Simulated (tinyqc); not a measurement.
p-n diode, drift-diffusion by the Gummel loop with Scharfetter-Gummel fluxes: effect of the donor density of the n side at fixed bias.

Abrupt junction at x = 0, p side from -Lp, n side to Ln, ohmic contacts. psi is counted from the intrinsic level; n = ni exp((psi - phin)/Vt), p = ni exp((phip - psi)/Vt). Contacts: p side psi = V - Vt ln(Na/ni), p = Na, n = ni^2/Na; n side psi = Vt ln(Nd/ni), n = Nd, p = ni^2/Nd. Constant mobilities, D = mu Vt, Boltzmann statistics, SRH recombination through a mid-gap level, U = (n p - ni^2)/(tp (n + ni) + tn (p + ni)). Current is positive from the p contact to the n contact.

ni = sqrt(Nc Nv) exp(-Eg/(2 Vt)), Eg in volts. Poisson and both continuity equations are solved self-consistently with Scharfetter-Gummel fluxes on a graded mesh of 500 nodes. J_scr is q times the integral of U between -xp and xn. Ideal diffusion current J_id = q ni^2 [Dn coth(wp/Le)/(Le Na) + Dp coth(wn/Lh)/(Lh Nd)] (exp(V/Vt) - 1), Le = sqrt(Dn tn), Lh = sqrt(Dp tp), wp = Lp - xp, wn = Ln - xn, with xp and xn from the depletion approximation (W = sqrt(2 eps0 eps_r (Vbi - V)(1/Na + 1/Nd)/q), xp = W Nd/(Na + Nd), xn = W Na/(Na + Nd), Vbi = Vt ln(Na Nd/ni^2)). Ideality factor = 0.004 V/(Vt ln[J(V + 0.004 V)/J(V)]).

Inputs (values chosen for the exercise); band and dielectric values close to those of indium phosphide:
```
symbol    value        unit                                 meaning
T           350           K                             temperature
Eg         1.33          eV                                band gap
eps_r      12.5                               relative permittivity
Nc      7.06e17       cm^-3  conduction-band density of states at T
Nv      1.41e19       cm^-3     valence-band density of states at T
Na       1.5e17       cm^-3          acceptor density of the p side
mun        3000  cm^2/(V s)                       electron mobility
mup         120  cm^2/(V s)                           hole mobility
tn         2e-9           s               SRH lifetime of electrons
tp         2e-7           s                   SRH lifetime of holes
Lp            1          um                    length of the p side
Ln          6.2          um                    length of the n side
G             0  cm^-3 s^-1                 uniform generation rate
V          0.65           V                   bias of the p contact
```

Constants: q = 1.602176634e-19 C, kB = 1.380649e-23 J/K, Vt = kB T/q, eps0 = 8.8541878128e-14 F/cm where lengths are in cm. Results are converted to the units shown.

Effect of the donor density of the n side at fixed bias:
columns A: Nd (cm^-3); B: J (A/cm^2); C: ideality factor; D: J_scr/J (%); E: J_id (A/cm^2); F: share recombining at the contacts (%); G: larger minority/doping at -xp and xn
```
A             B     C     D        E     F        G
3e16    0.00202  1.08  16.9  0.00168  80.4  2.75e-6
4.3e16  0.00195  1.07  14.5  0.00167  82.9  1.35e-6
6.1e16  0.00190  1.06  12.6  0.00167  84.9  6.76e-7
8.7e16  0.00188  1.05  11.3  0.00167  86.2  3.35e-7
1.2e17  0.00187  1.05  10.8  0.00167  86.8  1.78e-7
1.8e17  0.00187  1.05  10.7  0.00167  87.0  1.13e-7
```

As Nd rises from 3e16 to 1.8e17, J falls from 0.00202 to 0.00187 A/cm^2, the share of the depleted layer falls from 16.9 to 10.7 % and the share lost at the contacts rises from 80.4 to 87.0 %. The exponent d ln J/d ln Nd is -0.10 between the first two rows and 0.00 between the last two. J less J_scr is 0.30 % below J_id in the last row.

Numbers from tinyqc (`OMP_NUM_THREADS=1 python tinyqc.py 2240119 2240120 out.jsonl`; about 0.2 s on one thread of a shared Intel Xeon 2.30GHz).
